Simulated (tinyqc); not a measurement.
Nudged elastic band on a two-dimensional model surface: one step, computed by the program tinyqc.

V(x, y) = -A (cos kx + cos ky) - B cos kx cos ky + (C sin ky + S sin kx)(1 - cos kx), k = 2 pi/a; the atom hops from the minimum at (0, 0) to that at (a, 0).

Problem. Stationary points. Newton steps x(new) = x - H^-1 grad V (moves limited to 0.3 angstrom) from (0, 0), (a, 0) and (a/2, 0) give the two minima and the saddle.

Inputs (values chosen for the exercise, for a model surface):
```
quantity     value      unit
amplitude A   0.38        eV
amplitude B   0.13        eV
skew C       0.083        eV
asymmetry S  0.054        eV
period a         3  angstrom
```

Surface: adatom on a square lattice. Climbing image: on.

Give: positions; energies; barrier from the start.

Solution.

positions (angstrom):
```
             x        y
start   0.0000   0.0000
end     3.0000   0.0000
saddle  1.3905  -0.2740
```

energies (eV): start -0.89000, end -0.89000, saddle 0.09253

barrier from the start = 0.98253 eV
